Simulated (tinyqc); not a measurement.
Inside a calculation: inversion layer as a triangular well, valleys of the Si type. Values are carried at full precision from step to step, so a last printed digit may differ when a step is redone from the rounded ones.

Six ellipsoidal valleys with their long axes along the cube axes, mass ml along the axis and mt across it. For a valley whose axis makes the angle theta with the surface normal, 1/m_z = cos^2(theta)/ml + sin^2(theta)/mt sets the confinement; in the plane the masses are m_1 = mt and m_2 = ml mt/m_z, and m_d = sqrt(m_1 m_2).

Constants: e^2/(4 pi eps0) = 14.39964547 eV angstrom; hbar^2/2m0 = 3.80998211 eV angstrom^2; kB = 8.617333262e-05 eV/K.

Inputs chosen for the exercise (near those of Si; not measured data):
- ml = 0.934 m0 (longitudinal mass)
- mt = 0.193 m0 (transverse mass)
- face = 110 (surface)
- eps = 11.6 (dielectric constant)
- Ns = 6 x 1e12/cm^2 (electron sheet density)
- Nd = 0.62 x 1e12/cm^2 (depletion charge)
- eta = 0.5 (share of Ns in the effective field)
- T = 77 K (temperature)
- tox = 17 angstrom (SiO2-equivalent oxide thickness)

## Valley masses on the (110) face

Group the valleys by their angle to the normal, heaviest m_z first.

Valleys (masses in m0):
```
valleys g,cos^2(theta),m_z,m_1,m_2,m_d
4,0.5000,0.3199,0.1930,0.5635,0.3298
2,0.0000,0.1930,0.1930,0.9340,0.4246
```

The 4 valleys with the heaviest m_z will give the lowest ladder of subbands.

## Effective field

The field is taken as constant, e F = 4 pi (e^2/4 pi eps0)(Nd + eta Ns)/eps, with 1e12/cm^2 = 1e-4/angstrom^2, and the oxide as a hard wall at z = 0; c = hbar^2/2m0.

Find e F, and F in MV/cm (1 MV/cm = 0.01 V/angstrom).

e F = 0.00564693 eV/angstrom
F = 0.5647 MV/cm

## Subband ladders

Level j of a valley lies at E_j = a_j (c (e F)^2/m_z)^(1/3) above the band edge at the surface, with the Airy zeros a_j = 2.338107, 4.087949, 5.520560, 6.786708, 7.944134, 9.022651, 10.040174, 11.008524, 11.936016, 12.828777, and has <z> = 2 E_j/(3 e F).

The ten lowest levels of all groups of valleys together, j = 0, 1, ..., c = hbar^2/2m0; primes mark the groups with lighter m_z.

Subbands:
```
label,valleys g,m_d (m0),E (eV),<z> (angstrom)
0,4,0.3298,0.1693,19.99
0',2,0.4246,0.2004,23.66
1,4,0.3298,0.2960,34.95
1',2,0.4246,0.3504,41.36
2,4,0.3298,0.3998,47.20
2',2,0.4246,0.4731,55.86
3,4,0.3298,0.4915,58.02
4,4,0.3298,0.5753,67.92
3',2,0.4246,0.5816,68.67
5,4,0.3298,0.6534,77.14
```

The second subband is 0', 31.1 meV above the first. Levels above about 0.5 eV lie beyond parabolic valleys.

## Fermi level and populations

Subband i holds n_i = g m_d/(2 pi c) kB T ln(1 + exp((EF - E_i)/kB T)) (spin included), and EF is fixed by sum n_i = Ns over the levels listed or, where none are listed, over j = 0 to 9 of each group; 1e12/cm^2 = 1e-4/angstrom^2.

Solve for EF; c = hbar^2/2m0. The mean distance is sum n_i <z>_i/Ns.

EF = 0.1786 eV

Populations:
```
label,(EF - E)/kB T,n (1e12/cm^2),share (%)
0,1.40,5.914,98.6
0',-3.29,0.086,1.4
1,-17.70,0.000,0.0
1',-25.89,0.000,0.0
2,-33.34,0.000,0.0
2',-44.39,0.000,0.0
3,-47.16,0.000,0.0
4,-59.79,0.000,0.0
3',-60.74,0.000,0.0
5,-71.56,0.000,0.0
```

mean distance from the surface = 20.04 angstrom

The lowest subband holds 98.6 % of the electrons and is partly degenerate (EF within a few kB T of its edge).

## Effect on the gate capacitance

The charge sits at the mean distance <z> from the surface, which adds (3.9/eps) <z> to the oxide thickness; C/Cox = tox/(tox + 3.9 <z>/eps). The density-of-states term is left out.

added thickness = 6.74 angstrom
C/Cox = 0.716

## Checks

- Lowest level by finite differences against the Airy formula, eV: both 0.1693.

(tinyqc, `OMP_NUM_THREADS=1 python tinyqc.py 1251947 1251948 out.jsonl`, Intel(R) Xeon(R) Processor @ 2.30GHz, 1 thread, shared host, about 0.03 s.)
